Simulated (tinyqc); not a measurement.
# Field from the level spacing

Problem. In a triangular well E_k = a_k (C F^2/mz1)^(1/3), a_1 = 2.338107, a_2 = 4.087949, C = hbar^2/(2 m0), F in eV/nm (1 MV/cm = 0.1 eV/nm). Find F, E_1, the mean distance 2 E_1/(3 F) of the lowest level and the sheet charge eps0 eps_r F/q behind such a field.

Inputs (values chosen for the exercise): relative permittivity eps_r = 11.7; mass along z of valley set A (2 valley(s)) mz1 = 0.901 m0.

Constants: q = 1.602176634e-19 C, hbar = 1.054571817e-34 J s, m0 = 9.1093837015e-31 kg, eps0 = 8.8541878128e-14 F/cm where lengths are in cm, hbar^2/(2 m0) = 0.0380998212 eV nm^2. Results are converted to the units shown.

spacing of the two lowest levels = 162.79871 meV

Solution. The spacing over a_2 - a_1 is the energy scale (C F^2/mz1)^(1/3), which gives F.

F = 1.38 MV/cm
E_1 = 218 meV
mean distance = 1.05 nm
sheet charge over q = 8.92e12 cm^-2

tinyqc, about 0.7 s, one thread, Intel Xeon 2.30GHz (shared host): `OMP_NUM_THREADS=1 python tinyqc.py 2160019 2160020 out.jsonl`
